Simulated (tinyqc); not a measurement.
Length of a molecular wire: coherent transport through a tight-binding bridge. Computed by the program tinyqc. T = Gamma_L Gamma_R |G_1n|^2 with the self-energies of semi-infinite chains.

A uniform bridge between two chains:
```
parameter,value
site energy (eV),1.700000
hopping in the bridge (eV),0.950000
lead hopping (eV),2.880000
couplings (eV),"1.17, 1.14"
E (eV),-0.070000
```

Transmission against length:
```
sites,T,ln T
2,1.1631e-01,-2.1515
3,8.7140e-02,-2.4402
4,8.5334e-02,-2.4612
5,1.0872e-01,-2.2190
6,1.9060e-01,-1.6576
7,5.1199e-01,-0.6694
8,9.4445e-01,-0.0571
9,3.2934e-01,-1.1107
10,1.4619e-01,-1.9228
```

What does the comparison show, and why?

E lies inside the band of the bridge (|E - e|/2h = 0.932 < 1): T does not decay but oscillates with length, between 0.085 and 0.944 here, as levels of the bridge pass E.
